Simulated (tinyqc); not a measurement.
p-n diode, drift-diffusion by the Gummel loop with Scharfetter-Gummel fluxes: one step of the calculation.

Abrupt junction at x = 0, p side from -Lp, n side to Ln, ohmic contacts. psi is counted from the intrinsic level; n = ni exp((psi - phin)/Vt), p = ni exp((phip - psi)/Vt). Contacts: p side psi = V - Vt ln(Na/ni), p = Na, n = ni^2/Na; n side psi = Vt ln(Nd/ni), n = Nd, p = ni^2/Nd. Constant mobilities, D = mu Vt, Boltzmann statistics, SRH recombination through a mid-gap level, U = (n p - ni^2)/(tp (n + ni) + tn (p + ni)). Current is positive from the p contact to the n contact.

Question. Recombination and current. U_i as defined. J = Jn at the p contact + Jp at the n contact + q sum w_i U_i - q G sum w_i over the inner nodes, which avoids differences of large majority fluxes: Jn = (q mun Vt/h_0)[n_1 B(d_0) - n_0 B(-d_0)], Jp = (q mup Vt/h_last)[p_(N-1) B(d_last) - p_N B(-d_last)], d_i = (psi_(i+1) - psi_i)/Vt, B(d) = d/(exp(d) - 1), w_i = (h_(i-1) + h_i)/2.

Parameters, values chosen for the exercise; band and dielectric values close to those of cadmium telluride:

| symbol | value | unit | meaning |
|---|---|---|---|
| T | 350 | K | temperature |
| mun | 650 | cm^2/(V s) | electron mobility |
| mup | 49 | cm^2/(V s) | hole mobility |
| tn | 4e-7 | s | SRH lifetime of electrons |
| tp | 4e-8 | s | SRH lifetime of holes |
| G | 0 | cm^-3 s^-1 | uniform generation rate |

Constants: q = 1.602176634e-19 C, kB = 1.380649e-23 J/K, Vt = kB T/q. Results are converted to the units shown.

x, node 0 to 12 (nm): [-770, -479, -286, -159, -74.4, -18.5, 18.5, 71.9, 149, 261, 422, 654, 990]
ni = 8.9075208e7 cm^-3
converged psi, node 0 to 12 (V): [-0.00102301, -0.00102301, -0.00102229, -0.00095375, 0.00198982, 0.05662582, 0.29949242, 0.51897240, 0.58685392, 0.59202040, 0.59220101, 0.59220412, 0.59220415]
converged n, node 0 to 12 (cm^-3): [0.10172298, 3.5025276e7, 5.8258284e7, 7.3697057e7, 9.1951245e7, 5.8172750e8, 1.8291844e12, 2.6462479e15, 2.5123571e16, 2.9817783e16, 2.9996883e16, 2.9999974e16, 3e16]
converged p, node 0 to 12 (cm^-3): [7.8e16, 7.7999992e16, 7.7998149e16, 7.7821077e16, 7.0584902e16, 1.1534213e16, 3.6716560e12, 2.5357739e9, 2.5870083e8, 1.9022025e8, 1.4650936e8, 8.6092802e7, 0.26447976]

Wanted: U; Jn at the p contact; Jp at the n contact; recombination; generation; J.

Answer.

U, node 0 to 12 (cm^-3 s^-1): [0, 8.7563e13, 1.4565e14, 1.8424e14, 2.2988e14, 1.4543e15, 4.3558e18, 6.3394e16, 6.4675e15, 4.7555e15, 3.6627e15, 2.1523e15, 0]
Jn at the p contact = 3.7805e-6 A/cm^2
Jp at the n contact = 6.0670e-7 A/cm^2
recombination = 3.2646e-6 A/cm^2
generation = 0 A/cm^2
J = 7.6518e-6 A/cm^2

Numbers from tinyqc (`OMP_NUM_THREADS=1 python tinyqc.py 2240078 2240079 out.jsonl`; about 0.1 s on one thread of a shared Intel Xeon 2.30GHz).
